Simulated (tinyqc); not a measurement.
# Worked calculation: nanowire ballistic transistor, top-of-the-barrier model

Computed by the program tinyqc: `OMP_NUM_THREADS=1 python tinyqc.py 2400153 2400154 out.jsonl`, one thread of a shared Intel Xeon 2.30GHz, about 0.1 s for the whole run. Printed values are rounded.

At the top of the source barrier, states moving towards the drain are filled by the source (Fermi level 0) and states moving back by the drain (Fermi level -q Vd); nothing scatters. U is the shift of the band edge there, set by the capacitances CG, CD and CS (the total) and by the charge. Parabolic one-dimensional subbands; the source is grounded.

Parameters, values chosen for the exercise; mass and valleys made up: temperature T = 300 K; effective mass m = 0.114 m0; valley degeneracy gv = 2; relative permittivity of the gate insulator eox = 16; insulator thickness tox = 2.8 nm; wire diameter d = 5 nm; offset of a second subband (0: none) dE = 0.24 eV; gate control CG/CS aG = 0.79; drain control CD/CS aD = 0.02; band edge at the barrier top above the source Fermi level at zero bias E0 = 0.23 eV; gate voltage Vg = 0.72 V; drain voltage Vd = 0.2 V.

Constants: q = 1.602176634e-19 C, kB = 1.380649e-23 J/K, hbar = 1.054571817e-34 J s, h = 6.62607015e-34 J s, m0 = 9.1093837015e-31 kg, Vt = kB T/q, eps0 = 8.8541878128e-14 F/cm where lengths are in cm. Results are converted to the units shown.

## Density of states, capacitances and charge at zero bias

N0 = gv sqrt(2 m kB T/pi)/hbar, CG = 2 pi eps0 eox/ln(1 + 2 tox/d), CS = CG/aG, n0 = n at U = 0 and Vd = 0. eta1 = -(E0 + U)/Vt, eta2 = eta1 - Vd/Vt, n = (N0/2)[F_(-1/2)(eta1) + F_(-1/2)(eta2)], F_(-1/2)(x) = (1/sqrt(pi)) int_0^infinity u^(-1/2)/(1 + exp(u - x)) du. Each F is summed over the two subbands, F(eta) + F(eta - dE/Vt), which share the mass. UL = -(aG Vg + aD Vd).

N0 = 3.13829e6 cm^-1
CG = 11.8459 pF/cm
CS = 14.9948 pF/cm
n0 = 429.399 cm^-1
UL = -0.5728 eV

## Iteration 1: self-consistent potential at the barrier top

U at the start (U = UL) = -0.5728 eV

eta1 = -(E0 + U)/Vt, eta2 = eta1 - Vd/Vt, n = (N0/2)[F_(-1/2)(eta1) + F_(-1/2)(eta2)], F_(-1/2)(x) = (1/sqrt(pi)) int_0^infinity u^(-1/2)/(1 + exp(u - x)) du. Each F is summed over the two subbands, F(eta) + F(eta - dE/Vt), which share the mass. U(out) = UL + q (n - n0)/CS. Newton step: U(new) = U + (U(out) - U)/(1 + CQ/CS), CQ = (q/Vt) dn/d(eta1) with both F' summed; F' = dF_(-1/2)/dx.

eta1 = 13.2601
eta2 = 5.52375
n = 1.39813e7 cm^-1
U(out) = -0.423416 eV
CQ = 7.19939 pF/cm
U after iteration 1 = -0.471873 eV

## Iteration 2: self-consistent potential at the barrier top

As before.

eta1 = 9.35608
eta2 = 1.61973
n = 8.42501e6 cm^-1
U(out) = -0.482784 eV
CQ = 9.84328 pF/cm
U after iteration 2 = -0.478460 eV

## Course of the iteration: self-consistent potential at the barrier top

Stop when U changes by less than 1e-9 eV, or after 90 iterations.

Course of the iteration:

| iteration | U (eV) | \|change\| (eV) |
|---|---|---|
| 1 | -0.471873 | 0.101 |
| 2 | -0.478460 | 6.59e-3 |
| 3 | -0.478443 | 1.69e-5 |
| 4 | -0.478443 | 5.75e-11 |

Converged in 4 iterations. At the end the number of correct digits about doubles with each step.

## Current, mean velocity and share of the gate voltage

converged U = -0.478443 eV

N0 = gv sqrt(2 m kB T/pi)/hbar, CG = 2 pi eps0 eox/ln(1 + 2 tox/d), CS = CG/aG, n0 = n at U = 0 and Vd = 0. eta1 = -(E0 + U)/Vt, eta2 = eta1 - Vd/Vt, n = (N0/2)[F_(-1/2)(eta1) + F_(-1/2)(eta2)], F_(-1/2)(x) = (1/sqrt(pi)) int_0^infinity u^(-1/2)/(1 + exp(u - x)) du. Each F is summed over the two subbands, F(eta) + F(eta - dE/Vt), which share the mass. I = gv (2 q^2/h) Vt [ln(1 + exp eta1) - ln(1 + exp eta2)], summed over both subbands. Mean velocity I/(q n). CQ = (q/Vt) dn/d(eta1); the band edge follows the gate as -dU/dVg = aG/(1 + CQ/CS).

eta1 = 9.61022
n = 8.83128e6 cm^-1
I = 33.9022 uA
mean velocity = 2.39604e7 cm/s
CQ = 9.95543 pF/cm
-dU/dVg = 0.474781 eV/V

The carriers from the source are degenerate (eta1 = 9.61), and the mean velocity is 1.50 times vT = sqrt(2 kB T/(pi m)) = 1.59e7 cm/s. The drain fills a good part of the returning states, which lowers the mean.
